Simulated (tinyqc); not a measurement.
# Nanowire ballistic transistor, top-of-the-barrier model: several studies

At the top of the source barrier, states moving towards the drain are filled by the source (Fermi level 0) and states moving back by the drain (Fermi level -q Vd); nothing scatters. U is the shift of the band edge there, set by the capacitances CG, CD and CS (the total) and by the charge. Parabolic one-dimensional subband; the source is grounded.

Parameters, values chosen for the exercise; mass and valleys close to those of germanium:
```
symbol  value  unit                                                                 meaning
T         250     K                                                             temperature
m       0.124    m0                                                          effective mass
gv          4                                                             valley degeneracy
eox       7.5                                   relative permittivity of the gate insulator
tox       2.8    nm                                                     insulator thickness
d           6    nm                                                           wire diameter
aG       0.85                                                            gate control CG/CS
aD      0.063                                                           drain control CD/CS
E0       0.27    eV  band edge at the barrier top above the source Fermi level at zero bias
```

Constants: q = 1.602176634e-19 C, kB = 1.380649e-23 J/K, hbar = 1.054571817e-34 J s, h = 6.62607015e-34 J s, m0 = 9.1093837015e-31 kg, Vt = kB T/q, eps0 = 8.8541878128e-14 F/cm where lengths are in cm. Results are converted to the units shown.

Each table varies one quantity; the others keep the values above.

## Effect of the valley degeneracy

N0 = gv sqrt(2 m kB T/pi)/hbar, CG = 2 pi eps0 eox/ln(1 + 2 tox/d), CS = CG/aG, n0 = n at U = 0 and Vd = 0. eta1 = -(E0 + U)/Vt, eta2 = eta1 - Vd/Vt, n = (N0/2)[F_(-1/2)(eta1) + F_(-1/2)(eta2)], F_(-1/2)(x) = (1/sqrt(pi)) int_0^infinity u^(-1/2)/(1 + exp(u - x)) du. U = UL + q (n - n0)/CS with UL = -(aG Vg + aD Vd), energies in eV. I = gv (2 q^2/h) Vt [ln(1 + exp eta1) - ln(1 + exp eta2)]. CQ = (q/Vt) dn/d(eta1). E0 is held fixed.

In this table Vg = 0.6 V, Vd = 0.6 V.

Effect of the valley degeneracy:
```
gv	eta1	n (cm^-1)	I (uA)	mean velocity I/(q n) (cm/s)	CQ/CS
1	10.22	2.683e6	17.05	3.967e7	0.1335
2	8.128	4.773e6	27.13	3.548e7	0.3021
3	6.518	6.384e6	32.65	3.192e7	0.5136
4	5.288	7.616e6	35.34	2.896e7	0.7756
6	3.632	9.275e6	36.63	2.465e7	1.455
```

As gv goes from 1 to 6, n rises from 2.68e6 to 9.27e6 cm^-1, the mean velocity falls from 3.97e7 to 2.47e7 cm/s and the current rises from 17.1 to 36.6 uA. CQ/CS goes from 0.13 to 1.5.

## Effect of the band edge at the barrier top above the source Fermi level at zero bias

Same model as above.

CQ = (q/Vt) dn/d(eta1).

In this table Vg = 0.6 V, Vd = 0.6 V.

Result of one run:
```
E0 (eV)	eta1	n (cm^-1)	I (uA)	mean velocity I/(q n) (cm/s)	CQ/CS
0.15	8.6346	9.8480e6	57.653	3.6539e7	0.58437
```

What becomes of these results when the band edge at the barrier top above the source Fermi level at zero bias E0 is changed from 0.15 to 0.45 eV, all else the same?

Result of the changed run:
```
E0 (eV)	eta1	n (cm^-1)	I (uA)	mean velocity I/(q n) (cm/s)	CQ/CS
0.45	1.2036	3.3401e6	9.7886	1.8291e7	1.3306
```

The whole series:
```
E0 (eV)	eta1	n (cm^-1)	I (uA)	mean velocity I/(q n) (cm/s)	CQ/CS
0.1	10.157	1.0700e7	67.814	3.9559e7	0.53549
0.15	8.6346	9.8480e6	57.653	3.6539e7	0.58437
0.2	7.1935	8.9621e6	48.034	3.3453e7	0.64698
0.25	5.8174	8.0157e6	38.861	3.0260e7	0.73233
0.3	4.5197	6.9912e6	30.249	2.7005e7	0.85302
0.35	3.3178	5.8708e6	22.390	2.3804e7	1.0193
0.4	2.2201	4.6461e6	15.511	2.0838e7	1.2113
0.45	1.2036	3.3401e6	9.7886	1.8291e7	1.3306
```

As E0 goes from 0.1 to 0.45 eV, n falls from 1.07e7 to 3.34e6 cm^-1, the mean velocity falls from 3.96e7 to 1.83e7 cm/s and the current falls from 67.8 to 9.79 uA. CQ/CS goes from 0.54 to 1.3.

## Effect of the drain control CD/CS

Same model as above.

CQ = (q/Vt) dn/d(eta1). E0 is held fixed.

In this table Vg = 0.6 V, Vd = 0.6 V.

Results:
```
aD	eta1	n (cm^-1)	I (uA)	mean velocity I/(q n) (cm/s)	CQ/CS
0	4.325	6.823e6	28.97	2.650e7	0.8759
0.039	4.915	7.320e6	32.87	2.802e7	0.8107
0.058	5.210	7.555e6	34.82	2.877e7	0.7826
0.077	5.509	7.786e6	36.81	2.951e7	0.7567
0.096	5.812	8.012e6	38.83	3.025e7	0.7327
0.116	6.136	8.245e6	40.98	3.102e7	0.7095
0.135	6.447	8.463e6	43.06	3.175e7	0.6892
```

Estimate the missing row, aD = 0.019.

Computed row:
```
aD	eta1	n (cm^-1)	I (uA)	mean velocity I/(q n) (cm/s)	CQ/CS
0.019	4.610	7.068e6	30.85	2.724e7	0.8429
```

With this row back in the table: As aD goes from 0 to 0.135, n rises from 6.82e6 to 8.46e6 cm^-1, the mean velocity rises from 2.65e7 to 3.18e7 cm/s and the current rises from 29.0 to 43.1 uA. CQ/CS goes from 0.88 to 0.69.

tinyqc, about 0.03 s, one thread, Intel Xeon 2.30GHz (shared host): `OMP_NUM_THREADS=1 python tinyqc.py 2400084 2400085 out.jsonl`
